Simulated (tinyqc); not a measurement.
From bulk modulus B back to range rho: Born-Mayer model of an ionic crystal AB. Computed by tinyqc, a small Python program. Command: `OMP_NUM_THREADS=1 python tinyqc.py 3011193 3011194 out.jsonl bornmayer inv`. One thread of a shared host (Intel(R) Xeon(R) Processor @ 2.30GHz), about 0.04 s of CPU time with the checks.

Energies are per ion pair and r is the nearest distance of unlike ions.

Inputs (values chosen for the exercise, for a model salt):
```
quantity,value,unit
ionic charge z,1,-
unlike repulsion lambda,7670,eV
like repulsion lambda2,2400,eV
dispersion C between like ions,8.5,eV angstrom^6
```

Structure: rock salt. Short range: with like-ion terms.

Constants: e^2/(4 pi eps_0) = 14.39964548 eV angstrom; 1 eV/angstrom^3 = 160.2176634 GPa.

Method:
- Madelung constant M, unlike neighbours z1, like neighbours z2 at f r, volume per pair: rock salt 1.747565, 6, 12, sqrt2, 2 r^3; caesium chloride 1.762675, 8, 6, 2/sqrt3, 8 r^3/(3 sqrt3); zinc blende 1.638055, 4, 12, sqrt(8/3), 16 r^3/(3 sqrt3).
- U(r) = -M z^2 e^2/(4 pi eps_0 r) + z1 lambda exp(-r/rho) + z2 [lambda2 exp(-f r/rho) - C/(f r)^6] (one mean like-ion term for both sublattices).
- Newton steps on g(r) = U'(r), from r = 9 rho: r(new) = r - U'(r)/U''(r), with the move limited to 0.3 angstrom. Where U'' is negative, move 0.3 angstrom downhill. Stop when |U'| is below 1e-9.
- B = U''(r0)/(9 c r0), with the volume written as c r^3.

Problem. A run gave the result below. Find the range rho, known to lie between 0.27 and 0.41 angstrom.

bulk modulus B = 20.95011 GPa

Solution.

Each step takes the trial c = (a f_b - b f_a)/(f_b - f_a), f being the result less the target and a, b, c the logarithms of the listed values; c replaces end b, the old b replaces a if the sign of f changed, and otherwise f_a is halved.

Scan of the range:
```
range rho (angstrom),bulk modulus B (GPa)
0.270,26.2313
0.289,19.5090
0.310,14.3921
0.333,10.5615
0.357,7.8221
0.382,5.8439
0.410,4.3107
```

False position (Illinois rule, in the logarithm of the input) inside the bracket:
```
step,end a,end b,trial,bulk modulus B (GPa)
1,0.270000,0.289000,0.284817,20.7851
2,0.270000,0.284817,0.283924,21.0710
3,0.284817,0.283924,0.284301,20.9496
4,0.283924,0.284301,0.284300,20.9501
5,0.283924,0.284300,0.284300,20.9501
6,0.284300,0.284300,0.284300,20.9501
```

Bulk modulus B falls at every point of a 13-point scan of the range (every second point is shown), so one value fits; it is bracketed by 0.270 and 0.289. Answer: range rho = 0.2843 angstrom.
